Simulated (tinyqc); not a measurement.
Interface roughness in a thin film (subband fluctuation and scattering), step by step. Values are carried at full precision from step to step, so a last printed digit may differ when a step is redone from the rounded ones.

Square well of width t, barriers V0, c = hbar^2/2m0: E1 solves k t + 2 atan[(k/mz)/(kappa/mb)] = pi, k = sqrt(mz E/c), kappa = sqrt(mb (V0 - E)/c). One interface is rough, so the subband edge fluctuates by G dt with G = |dE1/dt| (central difference of 0.01 angstrom; 2 E1/t for hard walls).

Constants: hbar^2/2m0 = 3.80998211 eV angstrom^2; e^2/(4 pi eps0) = 14.39964547 eV angstrom; hbar = 6.58211957e-16 eV s.

Values chosen for the exercise (near those of a thin Si channel on (100), two-fold valleys; shifted at random, so the results belong to these values and not to a real crystal): t = 20 angstrom (film thickness); mz = 0.929 m0 (confinement mass); V0 = 3.28 eV (barrier); mb = 0.53 m0 (barrier mass); D = 3.5 angstrom (rms height of the roughness); md = 0.192 m0 (mass in the plane); gv = 2 (valleys); Lc = 20 angstrom (correlation length); Ns = 4.4 x 1e12/cm^2 (sheet density); eps = 7.4 (mean dielectric constant at the channel); Lg = 150 angstrom (gate length); Wg = 1000 angstrom (gate width).

## Sensitivity of the level to thickness

Give E1, G, the hard-wall values and the rms fluctuation G D.

E1 = 85.93 meV
G = |dE1/dt| = 7.9088 meV/angstrom

hard walls: E1 (meV) and G (meV/angstrom): 101.192  10.119

G D = 27.68 meV

Hard walls overstate G by a factor 1.28, and the scattering rate, which goes as G^2, by 1.64.

## The angular integrand

Gaussian roughness spectrum S(q) = pi D^2 Lc^2 exp(-q^2 Lc^2/4). Degenerate gas, taken to fill one subband (the second starts to fill once c kF^2/md exceeds E2 - E1, which is not tested here): kF = sqrt(2 pi Ns/gv), q = 2 kF sin(theta/2), 1/tau = (md/(2 pi c hbar)) G^2 times the integral from 0 to pi of S(q)(1 - cos theta)/eps(q)^2 dtheta, eps(q) = 1 + qs/q with screening (qs = gv md q0/(c eps), q0 = e^2/(4 pi eps0), form factors left out, which overstates the screening; other scattering is left out too, so these values lie far above measured mobilities in all but the thinnest films) or 1 without; mobility = tau c2/md with c2 = e/m0 = 1.75882e15 cm^2/(V s^2); 1e12/cm^2 = 1e-4/angstrom^2.

kF, qs, and exp(-q^2 Lc^2/4)(1 - cos theta) without and with the factor 1/eps^2 at theta = 30, 60, ..., 180 degrees.

kF = 0.03718 1/angstrom
qs = 0.1961 1/angstrom

Integrand:
```
theta  q (1/angstrom)   bare  eps(q)  screened
30             0.0192  0.129   11.19   0.00103
60             0.0372  0.435    6.28    0.0111
90             0.0526  0.758    4.73    0.0339
120            0.0644  0.991    4.05    0.0605
150            0.0718   1.11    3.73    0.0800
180            0.0744   1.15    3.64    0.0870
```

kF Lc = 0.74: the roughness is short-ranged for these electrons, and back-scattering dominates.

## Scattering time and mobility

Integrate over theta.

Results:
```
case      integral  tau (fs)  mobility (cm^2/(V s))
bare         2.096     40.66                  372.5
screened    0.1205     707.6                   6482
```

Screening raises the mobility by a factor 17.4. With it kF l = 59, so by this rate the carriers are far from localisation. G D = 27.7 meV exceeds EF - E1 = 27.4 meV, though, so the gas breaks into puddles and this rate is not to be trusted.

## Threshold variation

Averaged over an area A = Lg Wg much larger than Lc^2, the thickness varies by D sqrt(pi Lc^2/A), so sigma(Vt) = G D Lc sqrt(pi/A)/e; the Pelgrom coefficient is sigma sqrt(A) (1 micrometre = 1e4 angstrom).

rms of the mean thickness = 0.320 angstrom
sigma(Vt) = 2.534 mV
coefficient = 0.0981 mV micrometre

The electrostatic effect of the thickness is left out.

## Checks

- G from the envelope at the wall, psi(t/2)^2 (E1 + c mz (kappa/mb)^2), against the difference quotient, meV/angstrom: both 7.909.
- Bare integral for Lc -> 0 against pi: both 3.1416.

Run: tinyqc, `OMP_NUM_THREADS=1 python tinyqc.py 1281169 1281170 out.jsonl`; Intel(R) Xeon(R) Processor @ 2.30GHz, one thread, shared host; about 0.01 s of CPU time with all checks.
